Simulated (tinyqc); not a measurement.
# Changing the wavelength

Model: surface photovoltage measurement of the minority-carrier diffusion length in a wafer. Computed by tinyqc, a small Python program. Command: `OMP_NUM_THREADS=1 python tinyqc.py 3130252 3130253 out.jsonl spv sweep`. One thread of a shared host (Intel(R) Xeon(R) Processor @ 2.30GHz), about 0.02 s of CPU time with the checks.

Low injection, steady light, a depletion layer much thinner than 1/alpha and L. The excess density dn is taken at the front edge of the neutral region; light that reaches the back is lost.

Inputs (values chosen for the exercise, modelled on p-type silicon at room temperature): diffusion length L = 39 micrometre; wafer thickness W = 725 micrometre; diffusivity D = 31.8 cm^2/s; front recombination velocity S_f = 640 cm/s; back recombination velocity S_b = 6800 cm/s; photon flux entering = 4.5e+12 1/(cm^2 s); minority density at the surface barrier scale n_0 = 2.4e+10 1/cm^3; temperature T = 298 K.

Constants: k_B = 8.617333262e-05 eV/K.

Method:
- alpha = (84.732/lambda - 76.417)^2 per cm with lambda in micrometre (an empirical fit for silicon between 0.7 and 1.05 micrometre).
- Thick wafer: dn = Phi L/((S_f + D/L)(L + 1/alpha)). Finite wafer, with s = S_b L/D, w = W/L, a = alpha L: dn = [Phi a/(a^2 - 1)] [a - B - exp(-alpha W)(a - s)/(cosh w + s sinh w)]/(S_f + B D/L), B = (sinh w + s cosh w)/(cosh w + s sinh w).
- Photovoltage V = (k_B T/e) ln(1 + dn/n_0). Lifetime = L^2/D.

One run for each value:
```
wavelength (nm)  dn, finite wafer (1/cm^3)  penetration depth 1/alpha (micrometre)  dn, thick wafer (1/cm^3)
780                             4.1033e+08                                    9.64                4.1033e+08
811                             3.8602e+08                                   12.70                3.8602e+08
842                             3.5603e+08                                   17.05                3.5603e+08
874                             3.1817e+08                                   23.73                3.1817e+08
905                             2.7427e+08                                   33.76                2.7427e+08
936                             2.2364e+08                                   50.24                2.2364e+08
968                             1.6641e+08                                   80.93                1.6641e+08
999                             1.1043e+08                                  141.73                1.1043e+08
1030                            6.0203e+07                                  292.50                6.0203e+07
```

Over the rows, dn, finite wafer (1/cm^3) falls from 4.10e8 to 6.02e7 (exponent d ln y / d ln x -1.6 between the first rows and -20 between the last); penetration depth 1/alpha (micrometre) rises from 9.64 to 292 (exponent d ln y / d ln x 7.1 between the first rows and 24 between the last); dn, thick wafer (1/cm^3) falls from 4.10e8 to 6.02e7 (exponent d ln y / d ln x -1.6 between the first rows and -20 between the last).
